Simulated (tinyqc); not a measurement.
CMOS inverter, nodal equation and switching: one step of the calculation.

An n-channel pull-down (bn, VTn) and a p-channel pull-up (bp, VTp) share the input Vin and the output node Vout, which carries the load C. Transistor (EKV form, voltages against the body): I = 2 n b Vt^2 [F(vp - Vs) - F(vp - Vd)] from drain to source, F(v) = ln^2(1 + exp(v/(2 Vt))), vp = (Vg - VT + sg |Vd - Vs|)/n. n-channel bodies are at 0; for the p-channel device all voltages are counted down from Vdd. b in uA/V^2 gives I in uA. Static: In = Ip. Transient: C dVout/dt = Ip - In. No velocity saturation, no gate capacitance beyond C.

Task. Output voltage by Newton steps. f = In - Ip at (Vin, Vout); G = df/dVout by a central difference with +/- 1e-6 V; Vout(new) = Vout - f/G.

Parameters, values chosen for the exercise: temperature T = 300 K; supply voltage Vdd = 1 V; slope factor n = 1.16; drain-induced barrier lowering sg = 0.084; n-channel threshold VTn = 0.37 V; p-channel threshold (magnitude) VTp = 0.26 V; gain factor of the pull-down transistor bn = 450 uA/V^2; gain factor of the pull-up transistor bp = 140 uA/V^2; input voltage Vin = 0.45 V.

Constants: q = 1.602176634e-19 C, kB = 1.380649e-23 J/K, Vt = kB T/q. Results are converted to the units shown.

Vout after iteration 1 = 0.98191889 V

Find: In; Ip; G; Vout after iteration 2.

Result.

In = 5.367 uA
Ip = 0.7063 uA
G = 42.86 uS
Vout after iteration 2 = 0.8732 V

Computed by the program tinyqc: `OMP_NUM_THREADS=1 python tinyqc.py 2340051 2340052 out.jsonl`, one thread of a shared Intel Xeon 2.30GHz, about 0.04 s for the whole run.
